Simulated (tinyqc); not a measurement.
# Charge pumping in an n-channel transistor: two studies

The gate is pulsed from accumulation to inversion and back. Energies E are counted from the intrinsic level; Dit(E) = D0 [1 + b (2 E/Eg)^2]. During each edge the traps near the bands emit their carriers, and those between Eh and Ee recombine once a cycle.

Parameters, values chosen for the exercise; band and dielectric values close to those of silicon: temperature T = 250 K; band gap Eg = 1.14 eV; conduction-band density of states at 250 K Nc = 2.11e19 cm^-3; valence-band density of states at 250 K Nv = 2.05e19 cm^-3; gate area A = 0.34 um^2; trap density at midgap D0 = 1.4e10 cm^-2 eV^-1; rise of the trap density towards the band edges b = 0; cross-section for electrons sn = 5e-15 cm^2; cross-section for holes sp = 4.6e-15 cm^2; thermal velocity at 250 K, one nominal value for electrons and holes vth = 1e7 cm/s; Vth - Vfb dV = 0.67 V; pulse height Va = 3.4 V; frequency f = 90000 Hz; rise time tr = 680 ns.

Constants: q = 1.602176634e-19 C, kB = 1.380649e-23 J/K, Vt = kB T/q. Results are converted to the units shown.

Each table varies one quantity; the others keep the values above.

## Scanning the upper gap with the fall time

ni = sqrt(Nc Nv) exp(-Eg/(2 Vt)), Eg in volts; emission times te = (dV/Va) tf and th = (dV/Va) tr; Ee = -Vt ln(vth sn ni te), Eh = +Vt ln(vth sp ni th). Nit = integral of Dit from Eh to Ee = D0 [Ee - Eh + 4 b (Ee^3 - Eh^3)/(3 Eg^2)], Qcp = q A Nit, Icp = f Qcp.

The same in every row: Eh (eV) = -0.31662.

Scanning the upper gap with the fall time:
```
tf (ns)  Ee (eV)  Nit (cm^-2)  Icp (pA)
0.97     0.45599    1.0817e10   0.53030
3.2      0.43027    1.0457e10   0.51265
10       0.40573    1.0113e10   0.49580
33       0.38001     9.7528e9   0.47815
110      0.35407     9.3897e9   0.46034
360      0.32853     9.0321e9   0.44281
1200     0.30259     8.6690e9   0.42501
3800     0.27776     8.3213e9   0.40796
```

Ee falls from 0.456 to 0.278 eV, by Vt ln 10 a decade, and Icp falls from 0.530 to 0.408 pA. The slope -dNit/d(ln tf)/Vt gives Dit = 1.40e10 cm^-2 eV^-1 near E = 0.443 eV and 1.40e10 near 0.290 eV: constant, as the profile is flat.

## Triangular pulses against frequency

Same model as above.

For a symmetric triangular wave tr = tf = 1/(2 f).

Results:
```
f (Hz)  Ee (eV)  Eh (eV)  Nit (cm^-2)  Icp (pA)  Qcp (fC)
2200     0.1896  -0.1914      5.334e9  0.006393  0.002906
5100     0.2077  -0.2095      5.842e9   0.01623  0.003182
12000    0.2262  -0.2280      6.358e9   0.04156  0.003463
26000    0.2428  -0.2446      6.824e9   0.09665  0.003717
59000    0.2605  -0.2623      7.319e9    0.2352  0.003987
3e5      0.2955  -0.2973      8.299e9     1.356  0.004521
6.9e5    0.3135  -0.3153      8.802e9     3.308  0.004795
1.6e6    0.3316  -0.3334      9.309e9     8.114  0.005071
3.5e6    0.3484  -0.3502      9.781e9     18.65  0.005328
```

Estimate the missing row, f = 1.3e5 Hz.

Computed row:
```
f (Hz)  Ee (eV)  Eh (eV)  Nit (cm^-2)  Icp (pA)  Qcp (fC)
1.3e5    0.2775  -0.2793      7.795e9    0.5520  0.004246
```

With this row back in the table: Qcp rises from 0.00291 to 0.00533 fC, by 7.57e-4 fC a decade between the first two rows and 7.57e-4 between the last two (2 q A D0 Vt ln 10 = 7.57e-4 fC): faster edges leave less time for emission and widen the window, so Icp grows faster than f, as f^(1.08).

Range of the model: The Fermi levels of inversion and accumulation are taken to lie beyond Ee and Eh, the flat tops to fill all traps, and no geometric current is added.

Program tinyqc, `OMP_NUM_THREADS=1 python tinyqc.py 2030009 2030010 out.jsonl`; Intel Xeon 2.30GHz, shared host, one thread, about 0.01 s.
